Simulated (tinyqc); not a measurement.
From results back to parameters: electrons shared among three sets of ellipsoidal valleys. Five cases, with inputs chosen for the exercise.

Problem. With Boltzmann statistics n(Gamma)/n(L) = R exp(-dE/kB T), where R = N_2/N_1 does not depend on T. Two ratios were computed from hidden R and dE.

Constants: kB = 8.617333262e-05 eV/K.

Case 1.

Values chosen (out of a larger set: masses and offsets near those of Ge; mobilities are free inputs, held fixed; not measured data): Ta = 300 K; Tb = 500 K.

ratio at Ta = 0.000350956
ratio at Tb = 0.00183764

Case 2.

Values chosen (out of a larger set: masses and offsets near those of Ge; mobilities are free inputs, held fixed; not measured data): Ta = 300 K; Tb = 600 K.

ratio at Ta = 0.000176591
ratio at Tb = 0.00183368

Case 3.

Values chosen (out of a larger set: masses and offsets near those of Ge; mobilities are free inputs, held fixed; not measured data): Ta = 300 K; Tb = 500 K.

ratio at Ta = 5.23056e-05
ratio at Tb = 0.000584550

Case 4.

Values chosen (out of a larger set: masses and offsets near those of Ge; mobilities are free inputs, held fixed; not measured data): Ta = 300 K; Tb = 600 K.

ratio at Ta = 3.93000e-05
ratio at Tb = 0.000901846

Case 5.

Values chosen (out of a larger set: masses and offsets near those of Ge; mobilities are free inputs, held fixed; not measured data): Ta = 300 K; Tb = 450 K.

ratio at Ta = 5.74265e-05
ratio at Tb = 0.000397260

Find: dE; R.

Solution. dE = kB ln(ratio_b/ratio_a)/(1/Ta - 1/Tb); then R = ratio_a exp(dE/kB Ta).

Case 1.

dE = 0.107 eV
R = 0.0220

Case 2.

dE = 0.121 eV
R = 0.0190

Case 3.

dE = 0.156 eV
R = 0.0218

Case 4.

dE = 0.162 eV
R = 0.0207

Case 5.

dE = 0.150 eV
R = 0.0190

Computed by tinyqc, one run a case: `OMP_NUM_THREADS=1 python tinyqc.py N N+1 out.jsonl` with N = 1650566, 1650709, 1650718, 1650863, 1650883; one thread of a shared Intel(R) Xeon(R) Processor @ 2.30GHz, about 0.01 s a run at most.
